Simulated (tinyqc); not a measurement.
Inside a calculation. Model: n-type polysilicon, carrier trapping at grain boundaries.

Program tinyqc, `OMP_NUM_THREADS=1 python tinyqc.py 2830016 2830017 out.jsonl`; Intel Xeon 2.30GHz, shared host, one thread, about 0.01 s. Printed values are rounded.

One-dimensional grains of size Lg, uniform ionised doping N, monovalent traps Qt at each boundary at a depth Et below (for electrons) or above (for holes) the band edge there, abrupt depletion of width W on each side of a boundary, Boltzmann statistics. xi is the distance from the band edge at the grain centre to the Fermi level. Trapped charge Qt/(1 + exp((xi + VB - Et)/Vt)) = 2 N W, barrier VB = q N W^2/(2 eps0 eps_r).

Inputs (values chosen for the exercise); values of the order met in polycrystalline silicon:
- T = 300 K (temperature)
- eps_r = 11.7 (relative permittivity)
- NB = 2.8e19 cm^-3 (conduction-band density of states at T)
- Lg = 34 nm (grain size)
- Qt = 4.1e12 cm^-2 (trap density of a grain boundary)
- Et = 0.42 eV (depth of the trap level from the majority band edge at the boundary)
- ms = 0.27 m0 (mass for thermionic emission)
- fe = 0.25 (correction factor of the emission rate)
- N = 5.7e17 cm^-3 (doping)

Constants: q = 1.602176634e-19 C, kB = 1.380649e-23 J/K, m0 = 9.1093837015e-31 kg, Vt = kB T/q, eps0 = 8.8541878128e-14 F/cm where lengths are in cm. Results are converted to the units shown.

## Depletion width, Fermi level and barrier

If the trap equation with xi = Vt ln(NB/N) has a root W < Lg/2, the grain is partly depleted; otherwise W = Lg/2 and the trap equation gives xi = Et - VB + Vt ln(Qt/(N Lg) - 1). N* = Qt/Lg.

N* = 1.20588e18 cm^-3
W = 17 nm
xi = 0.295443 V
VB = 0.127385 V
share of traps filled = 0.472683

N is 0.473 N*, and the grain is fully depleted; VB = 4.93 Vt.

## Resistivity and effective mobility

n0 = NB exp(-xi/Vt); mean density n0 (1 - 2 W/Lg) by charge balance in a partly depleted grain, and n0 (sqrt(pi)/2) erf(u)/u with u = sqrt(VB/Vt) in a fully depleted one; v = sqrt(kB T/(2 pi ms m0)); barrier resistivity Vt exp(VB/Vt)/(q fe n0 v Lg); grain resistivity (1 - 2 W/Lg)/(q n0 mug); effective mobility 1/(q mean density total resistivity).

n0 = 3.04748e14 cm^-3
mean density = 1.21461e14 cm^-3
v = 5.17709e6 cm/s
barrier resistivity = 16607.8 ohm cm
grain resistivity = 0.00000 ohm cm
resistivity = 16607.8 ohm cm
effective mobility = 3.09414 cm^2/(V s)

The resistivity is 3.34e5 times that of a single crystal with the same N and mobility mug, and the mean density is 0.0213 % of N.
